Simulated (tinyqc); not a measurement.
Doping and flat-band voltage from the body effect.

Inverse problem. VT = Vfb + 2 phiF + gamma sqrt(2 phiF + Vsb), phiF = Vt ln(Na/ni), gamma = sqrt(2 q eps0 eps_r Na)/Cox, Cox = eps0 eox/tox. Find Na, gamma and Vfb from two thresholds.

Inputs (values chosen for the exercise); material values close to those of silicon:

| symbol | value | unit | meaning |
|---|---|---|---|
| T | 400 | K | temperature |
| eps_r | 11.8 |  | relative permittivity of the semiconductor |
| eox | 7.73 |  | relative permittivity of the gate insulator |
| tox | 17 | nm | insulator thickness |

Constants: q = 1.602176634e-19 C, kB = 1.380649e-23 J/K, Vt = kB T/q, eps0 = 8.8541878128e-14 F/cm where lengths are in cm. Results are converted to the units shown.

VT at Vsb = 0 and 1.6 V (V): 0.56506959  0.83500327
ni = 3.1890921e12 cm^-3

Solution. The difference of the thresholds, gamma [sqrt(2 phiF + Vsb) - sqrt(2 phiF)], holds no Vfb and rises with Na, so it has one root; Vfb then follows from the first threshold.

Na = 7.60e16 cm^-3
gamma = 0.396 V^0.5
Vfb = -0.460 V

Program tinyqc, `OMP_NUM_THREADS=1 python tinyqc.py 2360122 2360123 out.jsonl`; Intel Xeon 2.30GHz, shared host, one thread, about 0.05 s.
